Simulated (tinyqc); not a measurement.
Worked calculation: electrons shared among three sets of ellipsoidal valleys. Values are carried at full precision from step to step, so a last printed digit may differ when a step is redone from the rounded ones.

Constants: hbar^2/2m0 = 3.80998211 eV angstrom^2; kB = 8.617333262e-05 eV/K.

Values chosen for the exercise (masses and offsets near those of InP; mobilities are free inputs, held fixed; shifted at random, so the results belong to these values and not to a real crystal): ml = (0.079, 1.718, 1.291) m0 (longitudinal masses of Gamma, L, X); mt = (0.079, 0.1333, 0.2786) m0 (transverse masses); M = (1, 4, 3) (valleys in each set); T = 300 K; dE = (0, 0.444, 0.835) eV (edges of Gamma, L, X above the first); n = 3.4e+16 1/cm^3 (total electron density); mu = (4000, 500, 220) cm^2/(V s) (mobility of each set).

## Masses of each set

One valley: m_d = (ml mt^2)^(1/3). Whole set: m_de = M^(2/3) m_d. Mean over three axes: 1/m_c = (1/ml + 2/mt)/3. Anisotropy K = ml/mt.

m_d, m_de, m_c (m0) and K of each set:

| set | m_d | m_de | m_c | K |
|---|---|---|---|---|
| Gamma | 0.0790 | 0.0790 | 0.0790 | 1.00 |
| L | 0.3125 | 0.7875 | 0.1925 | 12.89 |
| X | 0.4645 | 0.9661 | 0.3772 | 4.63 |

m_de/m_c is 1.00 for Gamma, 4.09 for L, 2.56 for X: many anisotropic valleys give many states at a light conductivity mass. m_c is the mean over three axes; a set that holds only some of the equivalent valleys conducts with a mass that depends on direction.

## Effective densities of states

N_i = M_i times N = 2 (m kB T/(4 pi c))^(3/2) with c = hbar^2/2m0, in 1/angstrom^3; times 1e24 for 1/cm^3, with m = (ml mt^2)^(1/3).

kT = 0.025852 eV

N_i (1/cm^3): Gamma 5.5720e+17, L 1.7538e+19, X 2.3831e+19

## Fermi level and populations

F_j(eta) = (1/Gamma(j + 1)) integral_0^infinity x^j dx/(1 + exp(x - eta)), which tends to exp(eta) for eta << 0.

Solve n = sum_i N_i F_1/2((EF - dE_i)/kT), energies from the edge of the first set.

EF = -0.0717 eV

eta_i: Gamma -2.78, L -19.95, X -35.07

n_i (1/cm^3): Gamma 3.40e+16, L 3.80e+10, X 1.40e+04

shares: Gamma 1.0000, L 0.0000, X 0.0000

Gamma holds most electrons (100.0 %). Boltzmann weights N_i exp(-dE_i/kT) would give L a share of 0.0000.

## Drift and Hall mobility of the mixture

With f_i the shares, mu_drift = sum f_i mu_i; low-field Hall mobility mu_H = sum f_i mu_i^2/mu_drift (scattering and anisotropy factors set to 1); the Hall density is n mu_drift/mu_H; rho = 1/(e n mu_drift), e = 1.602176634e-19 C.

mu_drift = 4000 cm^2/(V s)
mu_H = 4000 cm^2/(V s)
Hall density = 3.40e+16 1/cm^3
rho = 0.0459 ohm cm

A Hall measurement would read 100.0 % of the true density.

## Checks

- Share of L at n = 1e10 1/cm^3 against the Boltzmann weight: both 1.094e-06.

tinyqc: `OMP_NUM_THREADS=1 python tinyqc.py 1682554 1682555 out.jsonl`; about 0.01 s, one thread, shared Intel(R) Xeon(R) Processor @ 2.30GHz.
